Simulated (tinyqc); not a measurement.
Raising U: Hubbard chain of 3 sites, mean field against exact. Computed by the program tinyqc. Command: `OMP_NUM_THREADS=1 python tinyqc.py 115124 115125 out.jsonl`; one thread of a shared host (Intel(R) Xeon(R) Processor @ 2.60GHz), about 3 s.

one-body matrix (hopping and site energies) (eV):
```
         1        2        3
1   0.0000  -1.7000   0.0000
2  -1.7000   0.0000  -1.7000
3   0.0000  -1.7000   0.0000
```

electrons, up and down: 2  1

Collinear unrestricted mean field (the lowest of 40 random starts) against exact diagonalisation.

Exact and mean-field results (eV):
```
U          U/t   E exact  E mean field  mean |n_up - n_down|  double occupancy, exact  first gap in the sector
0.850    0.500  -4.30227      -4.28249                 0.367                    0.188                    2.286
1.700    1.000  -3.84802      -3.77126                 0.413                    0.168                    2.148
3.400    2.000  -3.09415      -2.83333                 0.556                    0.129                    1.850
5.100    3.000  -2.52509      -2.11278                 0.729                    0.096                    1.570
6.800    4.000  -2.10132      -1.64001                 0.837                    0.072                    1.337
10.200   6.000  -1.54145      -1.11670                 0.926                    0.042                    1.003
13.600   8.000  -1.20311      -0.84315                 0.958                    0.026                    0.791
20.400  12.000  -0.82748      -0.56467                 0.981                    0.013                    0.548
34.000  20.000  -0.50499      -0.33957                 0.993                 4.85e-03                    0.336
```

In absolute terms mean field is worst at U/t = 4.0, 0.461 eV too high: at small U it is nearly exact, and at large U it misses only exchange-scale energies. Relative to the exact energy its error is 0.5 % at the smallest U, 33 % at most and 33 % at the largest. The double occupancy falls from 0.188 to 0.005; at the largest U the first gap is 0.99 times the exchange scale 4t^2/U.
